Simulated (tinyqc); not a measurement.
From results back to parameters: electrons shared among three sets of ellipsoidal valleys. Five cases, with inputs chosen for the exercise.

Problem. An ellipsoidal valley with ml > mt has m_d = (ml mt^2)^(1/3) and 1/m_c = (1/ml + 2/mt)/3.

Case 1.

m_d = 0.223113 m0
m_c = 0.110681 m0

Case 2.

m_d = 0.321107 m0
m_c = 0.257761 m0

Case 3.

m_d = 0.299366 m0
m_c = 0.210988 m0

Case 4.

m_d = 0.219214 m0
m_c = 0.107793 m0

Case 5.

m_d = 0.291750 m0
m_c = 0.206086 m0

Find: K = ml/mt; ml; mt.

Solution. m_d/m_c = K^(1/3) (2 + 1/K)/3 rises steadily for K > 1, so it fixes K; then mt = m_d/K^(1/3) and ml = K mt.

Case 1.

K = ml/mt = 26.12
ml = 1.964 m0
mt = 0.0752 m0

Case 2.

K = ml/mt = 4.87
ml = 0.922 m0
mt = 0.1895 m0

Case 3.

K = ml/mt = 8.05
ml = 1.202 m0
mt = 0.1494 m0

Case 4.

K = ml/mt = 26.86
ml = 1.966 m0
mt = 0.0732 m0

Case 5.

K = ml/mt = 7.98
ml = 1.165 m0
mt = 0.1460 m0

Computed by tinyqc, one run a case: `OMP_NUM_THREADS=1 python tinyqc.py N N+1 out.jsonl` with N = 1651602, 1651694, 1651743, 1651804, 1651841; one thread of a shared Intel(R) Xeon(R) Processor @ 2.30GHz, about 0.04 s a run at most.
